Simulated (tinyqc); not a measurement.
Thin-film resistivity, exact integral against the thick limit.

Fuchs-Sondheimer for a film of thickness d, k = d/lam: rho0/rho = 1 - (3 (1 - ps)/(2 k)) int_1^infinity (t^-3 - t^-5)(1 - exp(-k t))/(1 - ps exp(-k t)) dt; thick limit rho/rho0 = 1 + 3 (1 - ps)/(8 k).

Inputs (values chosen for the exercise); metal values close to those of cobalt:
- rho0 = 6.22 uohm cm (bulk resistivity)
- lam = 11.7 nm (bulk mean free path)
- ps = 0 (specular share of surface scattering)

Thin-film resistivity, exact integral against the thick limit:
```
d (nm)        k  rho/rho0, exact  thick limit  error of the limit (%)  rho (uohm cm)
0.58    0.04957            7.776        8.565                    10.1          48.36
1.1     0.09402            4.982        4.989                   0.130          30.99
2.2      0.1880            3.211        2.994                   -6.75          19.97
4.3      0.3675            2.220        2.020                   -8.98          13.81
8.3      0.7094            1.653        1.529                   -7.55          10.28
16        1.368            1.333        1.274                   -4.42          8.292
31        2.650            1.162        1.142                   -1.77          7.228
60        5.128            1.079        1.073                  -0.530          6.710
120       10.26            1.038        1.037                  -0.134          6.456
```

What does the table show?

rho/rho0 falls from 7.78 to 1.04. The error of the thick limit goes from 10 through a minimum of -9.0 (at d = 4.3 nm among the rows listed) to -0.13 %; it stays within 5 % for k of 1.368 and above among the rows listed. The change of sign at small k is a crossing of two different laws, not agreement.

tinyqc, about 0.01 s, one thread, Intel Xeon 2.30GHz (shared host): `OMP_NUM_THREADS=1 python tinyqc.py 2100042 2100043 out.jsonl`
